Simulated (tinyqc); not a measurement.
Time-domain thermoreflectance: layered heat flow under a modulated pulse train, and what the signal ratio measures: one step, computed by the program tinyqc. Command: `OMP_NUM_THREADS=1 python tinyqc.py 3112454 3112455 out.jsonl tdtr walk`. One thread of a shared host (Intel(R) Xeon(R) Processor @ 2.30GHz), about 0.3 s of CPU time with the checks.

Pulses repeat at 80 MHz; heat is laid down at the surface, all layers are isotropic, and the film is in perfect contact with the substrate.

Task: Length and time scales. Penetration depth sqrt(kappa/(pi f C)); effusivity sqrt(kappa C); cooling time of the metal d C_m/G; Kapitza length kappa/G.

Inputs (values chosen for the exercise, modelled on aluminium on silica):
```
quantity                                value        unit
metal thickness d                         120          nm
metal heat capacity                      2.42  MJ/(m^3 K)
boundary conductance G under the metal     44  MW/(m^2 K)
substrate conductivity kappa             1.33     W/(m K)
substrate heat capacity C                1.65  MJ/(m^3 K)
modulation frequency f                    9.8         MHz
spot radius w (1/e^2, pump and probe)      10  micrometre
```

Stack: metal, film, substrate.

Give: penetration depth; effusivity; cooling time of the metal; Kapitza length; depth over spot radius.

Result:

penetration depth = 0.1618 micrometre

effusivity = 1481 W s^(1/2)/(m^2 K)

cooling time of the metal = 6600 ps

Kapitza length = 30.23 nm

depth over spot radius = 0.01618
